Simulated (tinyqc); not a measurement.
## MESFET, gradual channel with velocity saturation: effect of the channel thickness on saturation

A uniformly doped n-type channel, depleted from the top by a Schottky gate; at channel potential V the depleted share of a is u = sqrt((Vbi - Vg + V)/Vp), s at the source. Electrons drift with v = mu E/(1 + mu E/vsat). Abrupt depletion edge, no series resistance, source at 0.

Vbi = phiB - Vt ln(Nc/Nd); Vp = q Nd a^2/(2 eps0 eps_r); G0 = q mu Nd a W/L; Z = mu Vp/(vsat L); s = sqrt((Vbi - Vg)/Vp). I = (G0 Vp/3) F/(1 + Z (u^2 - s^2)), F = 3 (u^2 - s^2) - 2 (u^3 - s^3), with u at V = Vd; Z = 0 gives constant mobility, for which u stops at 1. The current peaks at u = um, the root of (1 - u)(1 + Z (u^2 - s^2)) = Z F/3; beyond Vdsat = Vp (um^2 - s^2) it is held at that value. gm = G0 (um - s)/(1 + Z (um^2 - s^2)).

Inputs (values chosen for the exercise); material values close to those of gallium arsenide:
```
symbol    value        unit                                     meaning
T           300           K                                 temperature
eps_r      13.1              relative permittivity of the semiconductor
Nc      4.37e17       cm^-3      conduction-band density of states at T
Nd         1e17       cm^-3                donor density of the channel
mu         4600  cm^2/(V s)           low-field mobility at this doping
vsat      9.8e6        cm/s                         saturation velocity
L           0.5          um                                 gate length
W           100          um                                  gate width
phiB        0.7           V                            Schottky barrier
Vg            0           V                                gate voltage
```

Constants: q = 1.602176634e-19 C, kB = 1.380649e-23 J/K, Vt = kB T/q, eps0 = 8.8541878128e-14 F/cm where lengths are in cm. Results are converted to the units shown.

Result of one run:

| Z | um | Vdsat (V) | Isat (mA) | Isat for Z = 0 (mA) | gm (mS) |
|---|---|---|---|---|---|
| 70.607 | 0.44695 | 0.84058 | 28.656 | 961.21 | 8.2226 |

Which channel thickness a gave this result: 150, 180, 220, 330 or 480 nm?

a = 330 nm.

The whole series:

| a (nm) | Z | um | Vdsat (V) | Isat (mA) | Isat for Z = 0 (mA) | gm (mS) |
|---|---|---|---|---|---|---|
| 150 | 14.588 | 0.79450 | 0.31903 | 4.8400 | 31.858 | 7.8516 |
| 180 | 21.007 | 0.69897 | 0.43139 | 8.5077 | 85.966 | 8.1499 |
| 220 | 31.381 | 0.60413 | 0.55814 | 13.675 | 210.37 | 8.2714 |
| 270 | 47.266 | 0.51918 | 0.69526 | 20.384 | 468.18 | 8.2805 |
| 330 | 70.607 | 0.44695 | 0.84058 | 28.656 | 961.21 | 8.2226 |
| 400 | 103.74 | 0.38696 | 0.99280 | 38.502 | 1845.2 | 8.1254 |
| 480 | 149.38 | 0.33754 | 1.1511 | 49.927 | 3348.2 | 8.0059 |

As a goes from 150 to 480 nm, Vdsat rises from 0.319 to 1.15 V, Isat rises from 4.84 to 49.9 mA and gm goes from 7.85 through a maximum of 8.28 (at a = 270 nm among the rows listed) to 8.01 mS. Isat is 0.152 of the constant-mobility value in the first row and 0.0149 in the last. For a = 270 to 480 nm the gate is shorter than 2 a, outside the gradual-channel approximation.

Computed by the program tinyqc: `OMP_NUM_THREADS=1 python tinyqc.py 2500046 2500047 out.jsonl`, one thread of a shared Intel Xeon 2.30GHz, about 0.05 s for the whole run.
